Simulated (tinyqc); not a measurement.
Inside a calculation. Model: MOS capacitor on an n-type substrate, surface potential from the exact charge relation.

Numbers from tinyqc (`OMP_NUM_THREADS=1 python tinyqc.py 2060153 2060154 out.jsonl`; about 0.01 s on one thread of a shared Intel Xeon 2.30GHz). Printed values are rounded.

Uniform n-type substrate, Boltzmann statistics, full ionisation, classical densities. psi is the surface potential against the body (positive when the bands bend down) and u = -psi/Vt. Traps are spread evenly over the gap and neutral at flat band, so their charge is -q Dit psi; the minority quasi-Fermi level is shifted by Vb.

Inputs (values chosen for the exercise); band and dielectric values close to those of 4H silicon carbide: temperature T = 293 K; band gap Eg = 3.32 eV; relative permittivity eps_r = 9.56; conduction-band density of states at T Nc = 1.67e19 cm^-3; valence-band density of states at T Nv = 2.37e19 cm^-3; electron affinity chi = 3.67 eV; donor density of the substrate N = 6e15 cm^-3; relative permittivity of the gate insulator (close to hafnium oxide) eox = 21.4; insulator thickness tox = 51 nm; gate work function phiM = 4.09 eV; fixed charge at the interface, in units of q Nf = 0 cm^-2; density of interface traps Dit = 4.2e10 cm^-2 eV^-1; reverse bias of the inversion layer against the body Vb = 0 V; gate voltage against the body Vg = -3.05 V.

Constants: q = 1.602176634e-19 C, kB = 1.380649e-23 J/K, Vt = kB T/q, eps0 = 8.8541878128e-14 F/cm where lengths are in cm. Results are converted to the units shown.

## Flat band, threshold and scales

ni = sqrt(Nc Nv) exp(-Eg/(2 Vt)), Eg in volts; phiF = Vt ln(N/ni); Cox = eps0 eox/tox; Vfb = phiM - chi - Vt ln(Nc/N) - q Nf/Cox; Q0 = sqrt(2 eps0 eps_r q N Vt); r = (ni/N)^2 exp(-Vb/Vt); VT = Vfb - [(2 phiF + Vb)(1 + q Dit/Cox) + sqrt(2 eps0 eps_r q N (2 phiF + Vb))/Cox].

ni = 5.56830e-10 cm^-3
phiF = 1.45532 V
Cox = 0.371529 uF/cm^2
Vfb = 0.219742 V
Q0 = 6.41017 nC/cm^2
r = 8.61278e-51
VT = -2.92887 V

## Starting value

psi = Vg - Vfb, limited to the range from +4 Vt to -(2 phiF + Vb + 4 Vt).

psi at the start = -3.01164 V

## Iteration 1: Newton step for the surface potential

u = -psi/Vt; F^2 = exp(-u) + u - 1 + r (exp(u) - u - 1); Qs = +sign(u) Q0 F; Cs = -dQs/dpsi = (Q0/Vt) |1 - exp(-u) + r (exp(u) - 1)|/(2 F). f = Vfb + psi + (q Dit psi - Qs)/Cox - Vg, f' = 1 + (Cs + q Dit)/Cox, psi(new) = psi - f/f'.

u = 119.279
F = 13.1483
Qs = 84.2826 nC/cm^2
Cs = 0.536773 uF/cm^2
f = -0.0232984 V
f' = 2.46288
psi after iteration 1 = -3.00218 V

## Iteration 2: Newton step for the surface potential

As before.

u = 118.904
F = 12.4676
Qs = 79.9195 nC/cm^2
Cs = 0.392371 uF/cm^2
f = -0.00192363 V
f' = 2.07421
psi after iteration 2 = -3.00125 V

## Iteration 3: Newton step for the surface potential

As before.

u = 118.867
F = 12.4117
Qs = 79.5612 nC/cm^2
Cs = 0.380293 uF/cm^2
f = -1.51470e-5 V
f' = 2.04170
psi after iteration 3 = -3.00125 V

## Course of the Newton iteration

Stop when the step is below 1e-10 V, or after 60 iterations.

Course of the iteration:

| iteration | psi before the step (V) | f (V) | step (V) |
|---|---|---|---|
| 1 | -3.01164 | -0.0233 | 9.46e-3 |
| 2 | -3.00218 | -1.92e-3 | 9.27e-4 |
| 3 | -3.00125 | -1.51e-5 | 7.42e-6 |
| 4 | -3.00125 | -9.51e-10 | 4.66e-10 |
| 5 | -3.00125 | 0 | 0 |

Converged in 5 iterations.

## Charges, field and capacitances at the solution

converged psi = -3.00125 V

u = -psi/Vt; F^2 = exp(-u) + u - 1 + r (exp(u) - u - 1); Qs = +sign(u) Q0 F; Cs = -dQs/dpsi = (Q0/Vt) |1 - exp(-u) + r (exp(u) - 1)|/(2 F). Low frequency: 1/C_LF = 1/Cox + 1/(Cs + q Dit). High frequency, in the simple estimate in which traps and minority carriers do not follow: 1/C_HF = 1/Cox + 1/Cd, Cd being Cs with r = 0 at the same psi. Minority sheet density N_inv = (Q0/(2 q)) int_0^u r (exp(t) - 1)/F(t) dt for u > 0. Oxide field |Qs - q Dit psi + q Nf|/(eps0 eox).

Qs = 79.5584 nC/cm^2
N_inv = 6.24574e10 cm^-2
oxide field = 0.0526464 MV/cm
Cs = 0.380197 uF/cm^2
C_LF/Cox = 0.510151
C_HF/Cox = 0.0305108

The surface is in strong inversion (borders at |psi| = 0, phiF + Vb and 2 phiF + Vb = 2.91 V). Minority carriers make up 12.6 % of Qs.
